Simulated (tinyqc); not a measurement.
Thin-body film or fin with hard walls, valleys of the Si type, step by step. Values are carried at full precision from step to step, so a last printed digit may differ when a step is redone from the rounded ones.

Six ellipsoidal valleys with their long axes along the cube axes, mass ml along the axis and mt across it. For a valley whose axis makes the angle theta with the surface normal, 1/m_z = cos^2(theta)/ml + sin^2(theta)/mt sets the confinement; in the plane the masses are m_1 = mt and m_2 = ml mt/m_z, and m_d = sqrt(m_1 m_2).

Constants: hbar^2/2m0 = 3.80998211 eV angstrom^2; kB = 8.617333262e-05 eV/K.

Values chosen for the exercise (near those of Si; the results hold for these values, not for the real material):
- ml = 0.914 m0 (longitudinal mass)
- mt = 0.188 m0 (transverse mass)
- face = 111 (face of the film or side wall of the fin)
- t = 64 angstrom (body thickness)
- T = 77 K (temperature)
- g_all = 6 (number of valleys)
- Ns = 2.2 x 1e12/cm^2 (sheet density in the on state)
- alpha = 0.5 1/eV (non-parabolicity)

## Valley masses for the (111) face

Group the valleys by their angle to the normal, heaviest m_z first.

Valleys (masses in m0):
```
valleys g  cos^2(theta)     m_z     m_1     m_2     m_d
6                0.3333  0.2557  0.1880  0.6720  0.3554
```

## Subband edges

A film of thickness t between hard walls, flat band inside: E_n = c (n pi/t)^2/m_z above the bulk edge, c = hbar^2/2m0. Without degeneracy the sheet density is N2 exp((EF - Ec)/kB T) with N2 = sum_i g m_d/(2 pi c) kB T exp(-E_i/kB T) over n = 1 to 40 of each group; a classical film has t Nc with Nc = 2 g_all (m_dos kB T/(4 pi c))^(3/2), m_dos = (ml mt^2)^(1/3). The threshold shift is dVt = kB T ln(t Nc/N2).

The seven lowest levels of all groups together; primes mark the lighter m_z.

Subbands:
```
label  valleys g  E (eV)
1              6  0.0359
2              6  0.1436
3              6  0.3231
4              6  0.5744
5              6  0.8976
6              6  1.2925
7              6  1.7592
```

The second subband, 2, lies 107.7 meV above the first, 16.2 kB T at 77 K.

## Effective density of states and threshold shift

Sum the subbands; 1/angstrom^2 = 1e16/cm^2 and 1/angstrom^3 = 1e24/cm^3.

terms of N2 by group (1e12/cm^2): [0.02641]

Nc = 0.352 x 1e19/cm^3
t Nc = 2.252 x 1e12/cm^2
dVt = 29.5 mV

Confinement leaves 1.2 % of the classical states.

## Filling at a given sheet density

n_i = g m_d/(2 pi c) kB T ln(1 + exp((EF - E_i)/kB T)) over the levels listed; solve sum n_i = Ns (1e12/cm^2 = 1e-4/angstrom^2); the band bending of the charge itself is left out. c = hbar^2/2m0.

EF = 0.0306 eV

n_i in the order of the list (1e12/cm^2): [2.200, 0.000, 0.000, 0.000, 0.000, 0.000, 0.000]

The fullest subband is 1, with 100 %.

## Non-parabolic correction

Each level E0 of the list is replaced by the root of E (1 + alpha E) = E0.

Levels (eV):
```
label  parabolic  corrected
1         0.0359     0.0353
2         0.1436     0.1346
3         0.3231     0.2831
4         0.5744     0.4659
5         0.8976     0.6719
6         1.2925     0.8934
7         1.7592     1.1257
```

The lowest level drops by 0.6 meV. Levels above about 1 eV (1 here) lie outside the range of the valley model.

## Checks

- N2 of a 3000 angstrom film, summed over n to convergence, plus the half-term of the walls against t Nc, 1/angstrom^2: both 0.010557.

Computed by tinyqc, a small Python program: `OMP_NUM_THREADS=1 python tinyqc.py 1282504 1282505 out.jsonl` (the numbers bound the seed that draws the inputs); one thread of a shared host (Intel(R) Xeon(R) Processor @ 2.30GHz), about 0.01 s for the whole set of steps.
